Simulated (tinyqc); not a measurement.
# Counting rate against photon rate

True rate n = nph PDP (dark counts neglected); measured n/(1 + n td) for a non-paralysable detector, n exp(-n td) for a paralysable one.

Values chosen for this exercise: dead time td = 50 ns.

PDP = 0.315

Results:
```
nph (1/s)	n td	non-paralysable (1/s)	paralysable (1/s)
6.3e5	0.009923	1.965e5	1.965e5
1.5e6	0.02363	4.616e5	4.615e5
3.4e6	0.05355	1.017e6	1.015e6
7.8e6	0.1229	2.188e6	2.173e6
1.8e7	0.2835	4.418e6	4.270e6
4.1e7	0.6458	7.847e6	6.771e6
2.2e8	3.465	1.552e7	2.167e6
5.1e8	8.033	1.779e7	5.217e4
```

Estimate the missing row, nph = 9.6e7 1/s.

Computed row:
```
nph (1/s)	n td	non-paralysable (1/s)	paralysable (1/s)
9.6e7	1.512	1.204e7	6.667e6
```

With this row back in the table: The non-paralysable rate climbs towards 1/td = 2.00e7 1/s and reaches 0.889 of it. The paralysable rate goes from 1.96e5 through a maximum of 6.77e6 (at nph = 4.1e7 1/s among the rows listed) to 52200 1/s; its true maximum, 1/(e td) = 7.36e6 1/s, lies at n td = 1, so a measured rate below that has two possible causes.

Computed by the program tinyqc: `OMP_NUM_THREADS=1 python tinyqc.py 2630021 2630022 out.jsonl`, one thread of a shared Intel Xeon 2.30GHz, about 0.01 s for the whole run.
